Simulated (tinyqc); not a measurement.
Epitaxial growth on a vicinal surface: Burton-Cabrera-Frank step flow, step-edge barrier and island nucleation: one step, computed by the program tinyqc. Command: `OMP_NUM_THREADS=1 python tinyqc.py 3008093 3008094 out.jsonl stepflow walk`. One thread of a shared host (Intel(R) Xeon(R) Processor @ 2.30GHz), about 0.04 s of CPU time with the checks.

Adatoms land at rate F, hop on a square grid (a simplification for hexagonal faces), desorb, or join steps. Lengths are in units of a and n is the adatom coverage. Steps ascend at x = 0 and descend at x = l.

Problem. Scales. D = nu exp(-E_d/(k_B T)) (a^2/s, nu counted per direction); tau = exp(E_a/(k_B T))/nu; x_s = sqrt(D tau); n_eq = exp(-E_f/(k_B T)); terrace width l = h/(a tan(miscut)); Schwoebel length l_s = exp(E_s/(k_B T)) - 1. Temperatures in kelvin are T(C) + 273.15.

Inputs (values chosen for the exercise, close to those used for GaN(0001)):

| quantity | value | unit |
|---|---|---|
| site spacing a | 3.19 | angstrom |
| step height h | 2.59 | angstrom |
| diffusion barrier E_d | 1.38 | eV |
| desorption energy E_a | 2.89 | eV |
| adatom formation energy E_f | 1.25 | eV |
| step-edge barrier E_s | 0 | eV |
| attempt frequency nu | 5 | THz |
| miscut angle | 2 | degrees |
| temperature T | 870 | C |

Constants: k_B = 8.617333262e-05 eV/K.

Give: D; lifetime tau; diffusion length x_s; equilibrium coverage n_eq; terrace width l; Schwoebel length l_s.

Solution.

D = 4.121e+06 a^2/s

lifetime tau = 1.102 s

diffusion length x_s = 2131 a

equilibrium coverage n_eq = 3.084e-06

terrace width l = 23.25 a

Schwoebel length l_s = 0 a

l/x_s = 0.0109: nearly every adatom reaches a step.
